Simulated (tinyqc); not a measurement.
# Field emission through a triangular barrier, exact transmission by Airy functions: two studies

The left lead has its band edge at 0; for x > 0 the edge falls without end, U(x) = U0 - F x, with mass m1. No transverse momentum; C = hbar^2/(2 m0); psi and psi'/m are continuous at x = 0. The outgoing solution is Bi(z) + i Ai(z).

Inputs (values chosen for the exercise); masses and offsets of a made-up heterostructure:
```
symbol  value  unit                meaning
mL       0.17    m0  mass in the left lead
U0       0.75    eV  barrier edge at x = 0
m1       0.37    m0    mass in the barrier
E       0.104    eV        electron energy
F        0.89  V/nm   field in the barrier
```

Constants: q = 1.602176634e-19 C, hbar = 1.054571817e-34 J s, m0 = 9.1093837015e-31 kg, hbar^2/(2 m0) = 0.0380998212 eV nm^2. Results are converted to the units shown.

Each table varies one quantity; the others keep the values above.

## Effect of the barrier mass

Energy scale e = (C F^2/m1)^(1/3), z(x) = (U(x) - E)/e, s = (dz/dx)/m1 = -F/(e m1); v = k/m in a lead. With the Airy functions at z = z(0): g = s (Bi' + i Ai')/(Bi + i Ai), r = (i vL - g)/(i vL + g), T(E) = 1 - |r|^2 = 4 vL Im(g)/|i vL + g|^2, vL = sqrt(mL E/C)/mL. WKB: exp(-S), S = (4/(3 F)) sqrt(m1/C) [max(U0 - E, 0)^1.5]. For large z the ratio tends to c = 4 g0/(1 + g0^2), g0 = K/(m1 vL), K = sqrt(m1 (U0 - E)/C).

Result of one run:

| m1 (m0) | z(0) | T(E), exact | exp(-S) | ratio | c |
|---|---|---|---|---|---|
| 0.15 | 1.1025 | 0.29912 | 0.21365 | 1.4000 | 1.3201 |

What becomes of these results when the mass in the barrier m1 is changed from 0.15 to 0.22 m0, all else the same?

Result of the changed run:

| m1 (m0) | z(0) | T(E), exact | exp(-S) | ratio | c |
|---|---|---|---|---|---|
| 0.22 | 1.2526 | 0.24539 | 0.15425 | 1.5908 | 1.5110 |

The whole series:

| m1 (m0) | z(0) | T(E), exact | exp(-S) | ratio | c |
|---|---|---|---|---|---|
| 0.1 | 0.96309 | 0.33803 | 0.28360 | 1.1919 | 1.1245 |
| 0.15 | 1.1025 | 0.29912 | 0.21365 | 1.4000 | 1.3201 |
| 0.22 | 1.2526 | 0.24539 | 0.15425 | 1.5908 | 1.5110 |
| 0.32 | 1.4192 | 0.18447 | 0.10495 | 1.7578 | 1.6899 |
| 0.46 | 1.6017 | 0.12641 | 0.067017 | 1.8863 | 1.8390 |
| 0.66 | 1.8065 | 0.077288 | 0.039262 | 1.9685 | 1.9460 |
| 0.96 | 2.0469 | 0.040206 | 0.020150 | 1.9953 | 1.9977 |

The exact T(E) falls from 0.338 to 0.0402, while S grows with the square root of m1; the ratio to WKB rises from 1.19 to 2.00. At the largest z (2.05) the ratio is 0.12 % below c, at the smallest (0.963) 6.0 % above it.

## Exact and WKB transmission against energy

Same model as above.

Exact and WKB transmission against energy:

| E (eV) | z(0) | T(E), exact | exp(-S) | ratio | c |
|---|---|---|---|---|---|
| 0.038 | 1.642 | 0.08359 | 0.06052 | 1.381 | 1.221 |
| 0.122 | 1.448 | 0.1808 | 0.09794 | 1.846 | 1.828 |
| 0.206 | 1.254 | 0.2750 | 0.1536 | 1.790 | 1.991 |
| 0.291 | 1.058 | 0.3697 | 0.2341 | 1.579 | 1.974 |
| 0.375 | 0.8647 | 0.4580 | 0.3423 | 1.338 | 1.858 |
| 0.459 | 0.6710 | 0.5371 | 0.4805 | 1.118 | 1.672 |
| 0.544 | 0.4750 | 0.6057 | 0.6463 | 0.9373 | 1.421 |
| 0.628 | 0.2813 | 0.6622 | 0.8196 | 0.8080 | 1.097 |
| 0.712 | 0.08762 | 0.7084 | 0.9660 | 0.7334 | 0.6114 |

Read the table: what changes, and by how much?

The exact T(E) rises from 0.0836 to 0.708, and the ratio to WKB goes from 1.38 through a maximum of 1.85 (at E = 0.122 eV among the rows listed) to 0.733. At the largest z (1.64) the ratio is 13 % above c, at the smallest (0.0876) 20 % above it.

Range of the model: Masses are held fixed, although real bands cease to be parabolic a few tenths of an eV from their edges.

Program tinyqc, `OMP_NUM_THREADS=1 python tinyqc.py 2580125 2580126 out.jsonl`; Intel Xeon 2.30GHz, shared host, one thread, about 0.01 s.
